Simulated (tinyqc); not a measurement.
Substrate current against gate voltage: lateral field, substrate current, probability of reaching the oxide barrier and hot-carrier lifetime of a silicon transistor (pseudo-two-dimensional and lucky-electron models). Computed by tinyqc, a small Python program. Command: `OMP_NUM_THREADS=1 python tinyqc.py 3021068 3021069 out.jsonl hotcar walk`. One thread of a shared host (Intel(R) Xeon(R) Processor @ 2.30GHz), about 0.01 s of CPU time with the checks.

Local-field models: a lucky carrier gains its energy at the peak field over a path free of collisions. Voltages are magnitudes.

Inputs (values chosen for the exercise, modelled on a silicon n-channel):

| quantity | value | unit |
|---|---|---|
| channel length L | 240 | nm |
| oxide thickness t | 5.9 | nm |
| junction depth x_j | 49 | nm |
| mobility mu | 360 | cm^2/(V s) |
| saturation velocity v_s | 0.91 | 1e7 cm/s |
| threshold voltage V_T | 0.76 | V |
| drain voltage V_D | 2.5 | V |
| ionisation prefactor A_i | 1.9e+06 | 1/cm |
| ionisation field B_i | 1.65 | MV/cm |
| hot-carrier mean free path lambda | 7.5 | nm |
| oxide barrier phi_b | 3.1 | eV |
| interface-trap threshold phi_it | 3.7 | eV |
| lifetime constant H | 40 | s microampere/micrometre |
| length of the depleted extension L_n | 30 | nm |

Drain: lightly doped extension.

Constants: eps_0 = 8.8541878128e-12 F/m.

Method:
- C_ox = 3.9 eps_0/t; F_sat = 2 v_s/mu; V_Dsat = V_ov F_sat L/(V_ov + F_sat L), V_ov = V_G - V_T; I_D/W = C_ox v_s (V_ov - V_Dsat).
- Scale length l = 0.22 t^(1/3) x_j^(1/2) (all in cm); F_m = sqrt(((V_D - V_Dsat)/l_e)^2 + F_sat^2), with l_e = l + L_n; length of the velocity-saturated region l_e ln((V_D - V_Dsat)/(l_e F_sat) + F_m/F_sat).
- Substrate current I_sub/I_D = (A_i/B_i)(V_D - V_Dsat) exp(-B_i/F_m); probability of reaching the oxide barrier exp(-phi_b/(e lambda F_m)); lifetime tau = (H/(I_D/W)) exp(phi_it/(e lambda F_m)).

At the given drain voltage:

| V_G (V) | V_Dsat (V) | I_D/W (microampere/micrometre) | F_m (kV/cm) | I_sub/W (microampere/micrometre) | tau (s) |
|---|---|---|---|---|---|
| 0.86 | 0.09239 | 4.06 | 343.58 | 0.0923 | 1.6977e+07 |
| 0.96 | 0.17170 | 15.07 | 332.51 | 0.2828 | 7.3663e+06 |
| 1.10 | 0.26558 | 39.64 | 319.42 | 0.5823 | 5.1458e+06 |
| 1.30 | 0.37369 | 88.58 | 304.36 | 0.9591 | 4.9438e+06 |
| 1.60 | 0.49636 | 183.02 | 287.30 | 1.3533 | 6.2648e+06 |
| 1.90 | 0.58776 | 294.12 | 274.61 | 1.5918 | 8.6199e+06 |
| 2.20 | 0.65849 | 416.23 | 264.81 | 1.7366 | 1.1848e+07 |
| 2.50 | 0.71485 | 546.00 | 257.00 | 1.8276 | 1.5903e+07 |
| 2.80 | 0.76082 | 681.29 | 250.64 | 1.8878 | 2.0741e+07 |

What follows from these numbers?

I_sub rises over the whole table: the growing drain current outweighs the fall of F_m. The shortest lifetime among the rows lies at V_G = 1.3 V, below that of the largest I_sub, since tau depends more steeply on the field.

Extremes, crossings and ranges named in words are read from the listed rows.
